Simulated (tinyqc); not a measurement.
p-n diode, drift-diffusion by the Gummel loop with Scharfetter-Gummel fluxes: two steps of the calculation.

Abrupt junction at x = 0, p side from -Lp, n side to Ln, ohmic contacts. psi is counted from the intrinsic level; n = ni exp((psi - phin)/Vt), p = ni exp((phip - psi)/Vt). Contacts: p side psi = V - Vt ln(Na/ni), p = Na, n = ni^2/Na; n side psi = Vt ln(Nd/ni), n = Nd, p = ni^2/Nd. Constant mobilities, D = mu Vt, Boltzmann statistics, SRH recombination through a mid-gap level, U = (n p - ni^2)/(tp (n + ni) + tn (p + ni)). Current is positive from the p contact to the n contact.

Inputs (values chosen for the exercise); band and dielectric values close to those of gallium arsenide:
```
symbol   value        unit                         meaning
T          300           K                     temperature
eps_r       13                       relative permittivity
Na      3.2e15       cm^-3  acceptor density of the p side
Nd      1.1e17       cm^-3     donor density of the n side
mun       5700  cm^2/(V s)               electron mobility
tn        7e-8           s       SRH lifetime of electrons
tp        1e-9           s           SRH lifetime of holes
G            0  cm^-3 s^-1         uniform generation rate
V         0.83           V           bias of the p contact
```

Constants: q = 1.602176634e-19 C, kB = 1.380649e-23 J/K, Vt = kB T/q, eps0 = 8.8541878128e-14 F/cm where lengths are in cm. Results are converted to the units shown.

Task 1. Electron continuity. With psi and p held, F_i = (mun Vt/h_i) [n_(i+1) B(d_i) - n_i B(-d_i)], d_i = (psi_(i+1) - psi_i)/Vt, B(d) = d/(exp(d) - 1); solve F_i - F_(i-1) = w_i [(n_i p_i - ni^2)/den_i - G] for the new n, with den = tp (n + ni) + tn (p + ni) taken at the old n and p, h_i = x_(i+1) - x_i, w_i = (h_(i-1) + h_i)/2; phin = psi - Vt ln(n/ni).

```
node  x (nm)     psi (V)  n after Poisson (cm^-3)  p after Poisson (cm^-3)
0      -2200  0.29170169             0.0026249612                   3.2e15
1      -1050  0.29172755             2.3064475e11             3.1968009e15
2       -490  0.29402590             2.5208913e11             2.9248598e15
3       -216  0.33894869             1.4329260e12             5.1455926e14
4      -81.5  0.46374265             1.7892461e14             4.1208716e12
5        -16  0.55528455             6.1731420e15             1.1944086e11
6         16  0.62036003             7.6511424e16              9.6368010e9
7       63.2  0.62921946             1.0778496e17              6.8407074e9
8        133  0.62973128             1.0994016e17              6.7066065e9
9        236  0.62974517             1.0999925e17              6.7030035e9
10       387  0.62974535             1.1000000e17              6.7029577e9
11       610  0.62974535             1.1000001e17              6.7029575e9
12       940  0.62974535                   1.1e17             7.6362507e-5
```

ni = 2.8982539e6 cm^-3

Find: new n; phin after round 1.

Result 1.

```
node  new n (cm^-3)  phin after round 1 (V)
0          0.002625                  0.8300
1          1.466e11                  0.0117
2          2.349e11                  0.0018
3          1.429e12                  0.0001
4          1.789e14                  0.0000
5          6.173e15                  0.0000
6          7.651e16                  0.0000
7          1.078e17                  0.0000
8          1.099e17                  0.0000
9          1.100e17                  0.0000
10         1.100e17                  0.0000
11         1.100e17                  0.0000
12         1.100e17                  0.0000
```

Task 2. Poisson equation. With phin and phip held, solve a_i (psi_(i+1) - psi_i) - a_(i-1) (psi_i - psi_(i-1)) + q w_i (p_i - n_i + C_i) = 0 for the inner nodes by Newton steps to convergence; a_i = eps0 eps_r/h_i, h_i = x_(i+1) - x_i, w_i = (h_(i-1) + h_i)/2, C = -Na or +Nd.

```
node  x (nm)  phin after round 1 (V)  phip after round 1 (V)
0      -2200              0.83000000              0.83000000
1      -1050              0.01171974              0.82999825
2       -490              0.00182775              0.82999737
3       -216              0.00006425              0.82999616
4      -81.5              0.00000040              0.82996488
5        -16              0.00000004              0.82990400
6         16              0.00000003              0.82960136
7       63.2              0.00000003              0.82815547
8        133              0.00000003              0.82551306
9        236              0.00000002              0.82127747
10       387              0.00000002              0.81414829
11       610              0.00000001              0.79982600
12       940              0.00000000              0.00000000
```

ni = 2.8982539e6 cm^-3

Give: psi; n after Poisson; p after Poisson.

Result 2.

```
node  psi (V)  n after Poisson (cm^-3)  p after Poisson (cm^-3)
0      0.2917                 0.002625                 3.200e15
1      0.2917                 1.466e11                 3.197e15
2      0.2940                 2.349e11                 2.925e15
3      0.3389                 1.429e12                 5.145e14
4      0.4637                 1.789e14                 4.115e12
5      0.5553                 6.173e15                 1.190e11
6      0.6204                 7.651e16                  9.489e9
7      0.6292                 1.078e17                  6.370e9
8      0.6297                 1.099e17                  5.638e9
9      0.6297                 1.100e17                  4.783e9
10     0.6297                 1.100e17                  3.631e9
11     0.6297                 1.100e17                  2.086e9
12     0.6297                 1.100e17                 7.636e-5
```

Computed by the program tinyqc: `OMP_NUM_THREADS=1 python tinyqc.py 2240055 2240056 out.jsonl`, one thread of a shared Intel Xeon 2.30GHz, about 0.1 s for the whole run.
